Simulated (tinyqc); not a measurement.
Floating body of a partially depleted SOI transistor: body voltage and kink: two steps of the calculation.

Source at 0 V. Channel current Ic = 2 nf K Vt^2 [F(0) - F(Vd)](1 + la Vd), F(V) = ln^2(1 + exp((Vg - VT - nf V)/(2 nf Vt))), VT = VT0 - gb Vb. Saturation voltage Vs = 2 Vt sqrt(F(0)) + 3 Vt, excess Ve = (Vd - Vs + sqrt((Vd - Vs)^2 + 0.0004 V^2))/2, multiplication M1 = Ai Ve exp(-Bl/Ve). Each junction passes D(v) = J1 (exp(v/Vt) - 1) + J2 (exp(v/(2 Vt)) - 1). Bipolar current Ib = bb J1 (exp(Vb/Vt) - 1). The body settles where M1 (Ic + Ib) = D(Vb) + D(Vb - Vd) + Vb/Rb; drain current Id = (1 + M1)(Ic + Ib) - D(Vb - Vd).

Values chosen for this exercise; values of the order met in partially depleted silicon-on-insulator transistors: temperature T = 358 K; threshold at zero body voltage VT0 = 0.37 V; fall of the threshold per volt of body voltage gb = 0.29; slope factor nf = 1.42; gain factor per width K = 200 uA/(V^2 um); channel-length modulation factor la = 0.08 1/V; impact-ionisation prefactor Ai = 2.94 1/V; impact-ionisation voltage Bl = 4.5 V; diffusion saturation current of each junction J1 = 2.3e-10 uA/um; recombination saturation current of each junction J2 = 5.9e-8 uA/um; gain of the lateral bipolar transistor on the diffusion current bb = 0.5; resistance of a weak body tie to the source (1e9 stands for no tie, and the term is then dropped) Rb = 1e9 kohm um; gate voltage Vg = 0.65 V; drain voltage Vd = 2.5 V.

Constants: q = 1.602176634e-19 C, kB = 1.380649e-23 J/K, Vt = kB T/q. Results are converted to the units shown.

Question 1. New Vb. Current into the body I_in = M1 (Ic + Ib) - D(Vb - Vd), current out I_out = D(Vb) + Vb/Rb; f = ln(I_in/I_out), s = df/dVb by central differences over 1e-5 V, Vb(new) = Vb - f/s.

Vb at the start = 0.88 V

Find: Ic; Ve; M1; I_in; I_out; f; s; Vb after iteration 1.

Answer 1.

Ic = 24.22 uA/um
Ve = 2.030 V
M1 = 0.6508
I_in = 198.8 uA/um
I_out = 562.4 uA/um
f = -1.040
s = -2.805 1/V
Vb after iteration 1 = 0.5092 V

Question 2. Drain current with floating and with grounded body. Id and VT at the converged Vb, Id at Vb = 0, their ratio, and the bipolar share Ib/(Ic + Ib).

converged Vb = 0.77988068 V

Find: VT; Id, floating; Id, grounded; ratio; bipolar share.

Answer 2.

VT = 0.14383 V
Id, floating = 54.552 uA/um
Id, grounded = 12.536 uA/um
ratio = 4.3515
bipolar share = 33.571 %

The body rises to 0.780 V and lowers the threshold by 226 mV.

Range of the model: The multiplication law is an empirical form chosen for the exercise; self-heating and capacitive coupling to the body are left out, and the linear laws are rough once Vb passes about 0.7 V or M1 about 0.1.

Computed by the program tinyqc: `OMP_NUM_THREADS=1 python tinyqc.py 2182124 2182125 out.jsonl`, one thread of a shared Intel Xeon 2.30GHz, about 0.2 s for the whole run.
